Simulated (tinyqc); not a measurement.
Hall factor, magnetoresistance and optical conductivity for a power-law relaxation time: one step, computed by the program tinyqc.

One spherical parabolic band, tau(E) = tau_0 x^s with x = E/(k_B T). Landau quantisation is left out.

Task: Response at frequency f. <y> = int y x^(3/2) f (1 - f) dx / int x^(3/2) f (1 - f) dx, f = 1/(1 + exp(x - eta)). Integrals over x = E/(k_B T) use 160 Gauss-Legendre points in u = sqrt(x) from 0 to sqrt(max(eta, 0) + 45). sigma(w) = (n e^2/m) <tau/(1 - i w tau)>, w = 2 pi f; eps = eps_inf + i sigma/(eps_0 w); N = sqrt(eps); absorption coefficient 2 w Im N/c; reflectivity |(N - 1)/(N + 1)|^2; plasma frequency sqrt(n e^2/(eps_inf eps_0 m))/(2 pi).

Inputs (values chosen for the exercise, with a mass close to that of electrons in GaN):
```
quantity,value,unit
effective mass m,0.2,m_0
exponent s,-0.25,-
tau_0,660,fs
reduced Fermi level eta,-8,-
temperature T,350,K
frequency f,2.4,THz
background permittivity eps_inf,6.7,-
```

density n = 9.487020e+14 1/cm^3

Constants: e = 1.602176634e-19 C; m_0 = 9.1093837015e-31 kg; eps_0 = 8.8541878128e-12 F/m; c = 299792458 m/s.

Give: sigma(w); permittivity; refractive index; absorption coefficient; reflectivity; plasma frequency.

Result:

sigma(w) = 0.010607+0.087318i S/cm

permittivity = 6.6346+0.0079i

refractive index = 2.5758+0.0015i

absorption coefficient = 1.5513 1/cm

reflectivity = 0.19420

plasma frequency = 0.23890 THz
